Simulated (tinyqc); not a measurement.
Dose and depth of a threshold implant.

Problem. A sheet of D acceptors per cm^2 lies at depth xi inside the depleted layer of a body doped Na. In the depletion approximation VT = Vfb + f2 + q D/Cox + gamma sqrt(f2 + Vsb - q D xi/(eps0 eps_r)), gamma = sqrt(2 eps0 eps_r q Na)/Cox, Cox = eps0 eox/tox. Find gamma, D and xi.

Parameters, values chosen for the exercise; band and dielectric values close to those of silicon: relative permittivity eps_r = 11.7; acceptor density deep in the body Na = 2.3e17 cm^-3; relative permittivity of the gate insulator (close to silicon dioxide) eox = 3.9; insulator thickness tox = 6.1 nm; flat-band voltage Vfb = -0.33 V; band bending 2 phiF at threshold f2 = 0.893 V.

Constants: q = 1.602176634e-19 C, eps0 = 8.8541878128e-14 F/cm where lengths are in cm. Results are converted to the units shown.

VT against the source at Vsb = 0 and 1.9 V (V): [1.0999866, 1.4674276]

Solution. With y^2 = f2 - q D xi/(eps0 eps_r) and d the difference of the thresholds over gamma, sqrt(y^2 + Vsb) - y = d gives y = (Vsb - d^2)/(2 d). The first threshold then gives D, and y^2 gives xi.

gamma = 0.488 V^0.5
D = 3.70e11 cm^-2
xi = 19.0 nm

Program tinyqc, `OMP_NUM_THREADS=1 python tinyqc.py 2080057 2080058 out.jsonl`; Intel Xeon 2.30GHz, shared host, one thread, about 0.4 s.
